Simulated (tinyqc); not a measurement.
# Undoped gate-all-around wire MOSFET, analytic charge model: what changes with what

An undoped round wire of radius R under an insulator shell and a surrounding gate; long channel, electrons only, n = ni exp((psi - V)/Vt) with V the quasi-Fermi potential (0 at the source, Vd at the drain), constant mobility, no quantisation. The radial Poisson equation gives n(r) = n(0)/(1 - (1 - b) r^2/R^2)^2 with b = Q0/(Q + Q0). Q is the electron charge per area of the wire surface.

Values chosen for this exercise; material values those of a made-up semiconductor: temperature T = 350 K; band gap Eg = 1.11 eV; relative permittivity of the semiconductor eps_r = 9.6; conduction-band density of states at T Nc = 3.28e19 cm^-3; valence-band density of states at T Nv = 2.6e19 cm^-3; relative permittivity of the gate insulator eox = 7.31; insulator thickness tox = 4.4 nm; wire radius R = 5 nm; gate work function less that of the intrinsic body dphi = 0 V; channel mobility mu = 470 cm^2/(V s); gate length L = 0.5 um; drain voltage Vd = 0.05 V.

Constants: q = 1.602176634e-19 C, kB = 1.380649e-23 J/K, Vt = kB T/q, eps0 = 8.8541878128e-14 F/cm where lengths are in cm. Results are converted to the units shown.

Each table varies one quantity; the others keep the values above.

## Transfer curve and volume inversion

ni = sqrt(Nc Nv) exp(-Eg/(2 Vt)), Eg in volts; Cox = eps0 eox/(R ln(1 + tox/R)); Q0 = 4 eps0 eps_r Vt/R; V0 = dphi + Vt ln[8 eps0 eps_r Vt/(q ni R^2)]. Q solves Vg - V0 - V = Q/Cox + Vt ln(Q/Q0) + Vt ln(1 + Q/Q0). I = mu (2 pi R/L)[2 Vt (Qs - Qd) + (Qs^2 - Qd^2)/(2 Cox) + Vt Q0 ln((Qd + Q0)/(Qs + Q0))], with Qs at V = 0 and Qd at V = Vd. The drop is psi(surface) - psi(centre) at the source end; C = dQs/dVg, Cg = Cox, drop = 2 Vt ln(1 + Qs/Q0); gm = dI/dVg.

Transfer curve and volume inversion:
```
Vg (V)  Qs (nC/cm^2)  drop (mV)      C/Cg    I (uA)  gm/I (1/V)
0.2         0.009041   0.002659  1.462e-4  6.519e-6       33.15
0.35           1.272     0.3730   0.02004  9.271e-4       32.63
0.5            57.83      14.98    0.4339   0.05698       18.30
0.65           243.5      47.21    0.7184    0.3065       6.812
0.8            482.4      72.96    0.8209    0.6507       3.763
0.95           743.3      92.37    0.8708     1.032       2.536
1.1             1016      107.6    0.8997     1.432       1.894
1.25            1296      120.1    0.9183     1.844       1.504
1.4             1580      130.5    0.9313     2.263       1.243
```

The current rises from 6.52e-6 to 2.26 uA. In the first row gm/I is 33.2 1/V, 0.011 % below 1/Vt: with no depletion charge the whole body follows the gate, and the swing is ideal. The drop between surface and centre goes from 0.0027 to 131 mV and passes Vt at Vg = 0.65 V among the rows; below that the density varies across the body by less than a factor of e (volume inversion). C reaches 0.93 of Cg in the last row. For Vg = 0.65 to 1.4 V the surface density at the source passes 0.3 Nc, where Boltzmann statistics fail. In every row the body is thin enough for quantum confinement, left out here, to raise the threshold.

## Effect of the gate work function less that of the intrinsic body

I = mu (2 pi R/L)[2 Vt (Qs - Qd) + (Qs^2 - Qd^2)/(2 Cox) + Vt Q0 ln((Qd + Q0)/(Qs + Q0))], with Qs at V = 0 and Qd at V = Vd.  I(low) is taken at Vg = 0.25 V, Qs and I(high) at Vg = 1 V.

Effect of the gate work function less that of the intrinsic body:
```
dphi (V)  V0 (V)  I(low) (nA)  Qs(high) (nC/cm^2)  I(high) (uA)
-0.15     0.3525        4.573                1109         1.568
-0.1      0.4025       0.9271                1016         1.432
-0.05     0.4525       0.1790               924.1         1.297
0         0.5025      0.03419               833.2         1.164
0.05      0.5525     0.006519               743.3         1.032
0.1       0.6025     0.001242               654.7        0.9022
0.15      0.6525     2.367e-4               567.6        0.7749
```

Read the table: what changes, and by how much?

As dphi goes from -0.15 to 0.15 V, I(low) falls from 4.57 to 2.37e-4 nA and I(high) falls from 1.57 to 0.775 uA. V0 rises from 0.352 to 0.652 V. In every row the surface density at the source at the higher gate voltage passes 0.3 Nc, where Boltzmann statistics fail. In every row the body is thin enough for quantum confinement, left out here, to raise the threshold.

Computed by the program tinyqc: `OMP_NUM_THREADS=1 python tinyqc.py 2460147 2460148 out.jsonl`, one thread of a shared Intel Xeon 2.30GHz, about 0.04 s for the whole run.
